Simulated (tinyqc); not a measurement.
Inside a calculation. Method: RHF in the sto-3g basis, for H3+, spin multiplicity 1. One step of it, computed by the program tinyqc.

Problem. Iteration 1: diagonalisation and new density. Diagonalise F' = X^T F X, C = X C', fill 1 alpha and 1 beta electrons from the bottom; D = 2 C_occ C_occ^T; the new density keeps 0.7 of the old one (damping). Each column has its largest component positive (the first on a tie).

Fock matrix F (hartree):
```
,1H 1s,2H 1s,3H 1s
1H 1s,-0.747666,-0.711752,-0.684786
2H 1s,-0.711752,-0.753067,-0.695343
3H 1s,-0.684786,-0.695343,-0.726842
```

X:
```
,1H 1s,2H 1s,3H 1s
1H 1s,1.168984,-0.252024,-0.207596
2H 1s,-0.252024,1.168984,-0.207596
3H 1s,-0.207596,-0.207596,1.144002
```

D at the start:
```
,1H 1s,2H 1s,3H 1s
1H 1s,0.183313,0.233772,0.329196
2H 1s,0.233772,0.298120,0.419812
3H 1s,0.329196,0.419812,0.591177
```

overlap S:
```
,1H 1s,2H 1s,3H 1s
1H 1s,1.000000,0.504770,0.461536
2H 1s,0.504770,1.000000,0.461536
3H 1s,0.461536,0.461536,1.000000
```

Give: F' = X^T F X; orbital energies; coefficients C; D after iteration 1.

Solution.

F' = X^T F X (hartree):
```
,1,2,3
1,-0.422,-0.344,-0.325
2,-0.344,-0.423,-0.340
3,-0.325,-0.340,-0.422
```

orbital energies (hartree): MO1 -1.095, MO2 -0.097, MO3 -0.074

coefficients C:
```
,MO1,MO2,MO3
1H 1s,0.406,-0.908,-0.695
2H 1s,0.419,-0.081,1.136
3H 1s,0.414,1.007,-0.458
```

D after iteration 1:
```
,1H 1s,2H 1s,3H 1s
1H 1s,0.227,0.266,0.331
2H 1s,0.266,0.314,0.398
3H 1s,0.331,0.398,0.517
```
